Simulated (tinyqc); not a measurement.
Scattering of inversion-layer electrons by surface optical phonons of the gate insulator (remote phonon scattering): one step, computed by the program tinyqc.

One subband with the Fang-Howard envelope; insulator and channel are half-spaces, the gate is far away, and an interlayer only moves the polar surface away by t (its own modes and its permittivity contrast are left out).

Task: Surface modes and strengths. eps(w) = eps_inf + (eps_0s - eps_i) w1^2/(w1^2 - w^2) + (eps_i - eps_inf) w2^2/(w2^2 - w^2). Surface modes solve eps(w) + eps_s = 0, a quadratic in w^2; the strength of a mode is g = 2/(w d eps/dw). Occupation N = 1/(exp(hbar w/(k_B T)) - 1).

Inputs (values chosen for the exercise, modelled on SiO2 on In0.53Ga0.47As):
```
quantity                                 value  unit
static constant of the insulator eps_0s   3.96     -
intermediate constant eps_i                3.1     -
optical constant eps_inf                  2.49     -
hbar omega_TO1                            56.4   meV
hbar omega_TO2                             140   meV
constant of the channel eps_s             13.9     -
temperature T                              300     K
```

Constants: k_B = 8.617333262e-05 eV/K.

Give: hbar omega_SO; strengths g; occupations N; hbar omega g (2 N + 1).

Result:

hbar omega_SO (meV): 1 57.8, 2 142.6

strengths g: 1 0.002791, 2 0.002231

occupations N: 1 0.1197, 2 0.0040

hbar omega g (2 N + 1) (meV): 1 0.1999, 2 0.3207

The lower mode has the larger hbar omega g N, the prefactor of absorption before the dependence on q: 0.0193 and 0.00128 meV.
